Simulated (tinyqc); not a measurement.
The solidus: solid solubility of a dopant against its melt (retrograde solidus), clustering and the electrically active fraction. Computed by tinyqc, a small Python program. Command: `OMP_NUM_THREADS=1 python tinyqc.py 3024245 3024246 out.jsonl retro walk`. One thread of a shared host (Intel(R) Xeon(R) Processor @ 2.30GHz), about 0.01 s of CPU time with the checks.

Inputs (values chosen for the exercise, for a model dopant): melting point of the host T_m = 1687 K; heat of melting of the host H_f = 50.2 kJ/mol; interaction L of the melt = 3 kJ/mol; enthalpy of transfer from melt to solid H = 0.828 eV; entropy of transfer S = 2.92 k_B; site density N0 = 5e+22 1/cm^3.

Constants: R = 8.314462618 J/(mol K); k_B = 8.617333262e-05 eV/K; e = 1.602176634e-19 C; N_A = 6.02214076e+23 1/mol.

Method. x_l and x_s are atom fractions of the dopant in melt and solid; the solid is dilute. Liquidus of the host: R T ln(1 - x_l) + L x_l^2 = -H_f (1 - T/T_m). Distribution: k = x_s/x_l = exp[L (1 - x_l)^2/(R T)] exp(S/k_B - H/(k_B T)), the first factor being the activity coefficient in the melt. Solubility = x_s N0; at T_m x_l = 0. The largest x_s N0 between 900 K and T_m. For an ideal melt with constant heats the maximum has x_l = H_f/(H + H_f), H in the same units.

largest solubility = 6.41657e+20 1/cm^3

temperature of the maximum = 1495.02 K

Against temperature:
```
T (K)      x_l         k  solubility (1/cm^3)  over the maximum
1000   0.93771  0.001247           5.8459e+19           0.09111
1100   0.88548  0.002995           1.3261e+20           0.20667
1200   0.80768  0.006245           2.5219e+20           0.39303
1300   0.69913  0.011725           4.0985e+20           0.63874
1400   0.55672  0.020392           5.6764e+20           0.88465
1500   0.38201  0.033580           6.4139e+20           0.99958
1580   0.22419  0.048611           5.4491e+20           0.84922
1640   0.09944  0.063264           3.1456e+20           0.49023
1675   0.02545  0.073398           9.3400e+19           0.14556
```

What does the comparison show, and why?

Between the first rows the Arrhenius energy of the solubility is 0.78 eV, against H = 0.828 eV; it shrinks to zero at 1495 K and turns negative beyond. A crystal saturated at the maximum precipitates dopant-rich liquid on cooling and on heating alike. Below a eutectic or compound temperature another phase would set the limit.

Extremes, crossings and ranges named in words are read from the listed rows.
